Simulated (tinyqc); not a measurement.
Orbital energy against energy difference: ionisation energy by orbital energies and by energy differences in the cc-pvdz basis, for BeH2, spin multiplicity 1. Computed by the program tinyqc with PySCF. The cation is unrestricted; errors are against CCSD(T) in this basis, not against experiment.

Geometry (angstrom):
```
atom       x        y       z
Be    0.0000   0.0000  0.0000
H     0.0000   1.2650  0.0000
H     0.0000  -1.2900  0.0000
```

CCSD(T) difference in the same basis = 12.1059 eV

IP-EOM-CCSD = 12.1377 eV

First vertical ionisation energy (eV):
```
method     -e(HOMO)  E(cation) - E  error of -e(HOMO)  error of the difference
HF           12.345       11.45965              0.239                   -0.646
LDA           7.510       11.75353             -4.596                   -0.352
PBE           7.527       11.77795             -4.579                   -0.328
B3LYP         8.721       12.02370             -3.385                   -0.082
PBE0          8.902       11.95675             -3.204                   -0.149
CAM-B3LYP    10.412       12.12144             -1.693                    0.016
LC-wPBE      11.872       12.26960             -0.234                    0.164
```

What does the comparison show, and why?

Koopmans errs by +0.24 eV and Delta-HF by -0.65 eV: relaxation, 0.89 eV, lowers the value and the missing correlation difference works against it. The PBE level is off by -4.6 eV through the wrong tail of its potential, though its energy difference is off by -0.33 eV; exact exchange deepens the level, and among the orbital energies LC-wPBE comes closest; among the differences CAM-B3LYP does.
